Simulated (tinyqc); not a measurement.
Disorder broadening of a flat band (such as a Landau level) in the self-consistent Born approximation: one step of the calculation.

The local Green function is G = g0(z - Sigma) with z = E + i eta and g0(z) = 1/z; the self-energy is Sigma = D G. The density of states is -Im G/pi.

Task. Density of states and lifetime. G = Sigma/D, density of states -Im G/pi, lifetime hbar/(2 |Im Sigma|); without disorder the density of states is -Im g0(z)/pi. Closed form: G = (z - sqrt(z^2 - 4 D))/(2 D) with the root that gives Im G < 0; for eta -> 0 a semi-ellipse of half-width 2 sqrt(D).

Parameters, values chosen for the exercise: variance of the random potential D = 0.25 eV^2; bare broadening eta = 0.05 eV; energy from the band centre E = -0.048 eV.

Constants: q = 1.602176634e-19 C, hbar = 1.054571817e-34 J s. Results are converted to the units shown.

converged Sigma = -0.02280012-0.47505044i eV

Give: density of states; lifetime; density of states without disorder.

Result.

density of states = 0.60485 1/eV
lifetime = 0.69278 fs
density of states without disorder = 3.3130 1/eV

Disorder makes the density of states at this energy 0.18 times the clean value.

Range of the model: The self-consistent Born approximation misses band tails from rare fluctuations and localisation.

Computed by the program tinyqc: `OMP_NUM_THREADS=1 python tinyqc.py 2720112 2720113 out.jsonl`, one thread of a shared Intel Xeon 2.30GHz, about 0.01 s for the whole run.
